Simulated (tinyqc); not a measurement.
Elastic strain and critical thickness of a cubic alloy layer A(1-x)B(x) on a thick substrate: one step, computed by the program tinyqc.

Strain is positive in tension. The layer is coherent with the substrate unless said otherwise.

Task: Alloy by Vegard's rule, and misfit. a = (1 - x) a_A + x a_B, the same rule for each C_ij; misfit f = (a_S - a)/a, the in-plane strain of the coherent layer.

Inputs (values chosen for the exercise, for a model alloy):
```
quantity,value,unit
fraction x of B,0.21,-
lattice constant a_A,5.653,angstrom
lattice constant a_B,6.058,angstrom
substrate lattice constant a_S,5.66,angstrom
```

C11, C12, C44 of A (GPa): [128.3, 55.02, 52.49]

C11, C12, C44 of B (GPa): [85.72, 41.02, 43.75]

Give: free lattice constant a; elastic constants; misfit f.

Result:

free lattice constant a = 5.73805 angstrom

elastic constants (GPa): C11 119.3582, C12 52.0800, C44 50.6546

misfit f = -0.01360

The layer is compressed in the plane by 1.36 %.
